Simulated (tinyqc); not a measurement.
Capacitance measurement on a leaky thin oxide: effects of series resistance and leakage: two steps of the calculation.

The device is a capacitance C in parallel with a leakage conductance G, in series with Rs and Ls. An impedance meter reports either a parallel pair (Cp, Gp) from Y = 1/Z = Gp + i w Cp or a series pair (Cs, Rm) from Z = Rm + 1/(i w Cs); w = 2 pi f, dissipation D = Gp/(w |Cp|).

Values chosen for this exercise; values of the order met in thin-oxide MOS capacitors: relative permittivity of the gate insulator (close to silicon nitride) eox = 7.55; insulator thickness tox = 3.3 nm; gate area A = 10000 um^2; oxide-equivalent thickness added by the accumulation layer zc = 0.6 nm; oxide-equivalent thickness added by gate depletion zp = 0.18 nm; gate leakage current density, not matched to the thickness Jg = 4.6 A/cm^2; voltage for an e-fold rise of the leakage Vs = 0.39 V; series resistance Rs = 110 ohm; series inductance Ls = 470 nH; measuring frequency f = 2e5 Hz.

Constants: eps0 = 8.8541878128e-14 F/cm where lengths are in cm. Results are converted to the units shown.

Problem 1. True capacitance and conductance. EOT = 3.9 tox/eox; CET = EOT + zc + zp; C = 3.9 eps0 A/CET; G = Jg A/Vs.

Wanted: EOT; CET; C; G.

Solution 1.

EOT = 1.705 nm
CET = 2.485 nm
C = 139.0 pF
G = 1179 uS

Problem 2. What the meter reports. Z = Rs + i w Ls + 1/(G + i w C).

C = 138.97946 pF
G = 1179.4872 uS

Find: Z; Cp; Gp; Cs; D.

Solution 2.

Z = 939.64-122.25i ohm
Cp = 108.35 pF
Gp = 1046.5 uS
Cs = 6509.2 pF
D = 7.6860

Cp is 22 % below C and Cs is 46.8 times it; G Rs = 0.130, w C Rs = 0.0192 and G/(w C) = 6.75.

Program tinyqc, `OMP_NUM_THREADS=1 python tinyqc.py 2022121 2022122 out.jsonl`; Intel Xeon 2.30GHz, shared host, one thread, about 0.01 s.
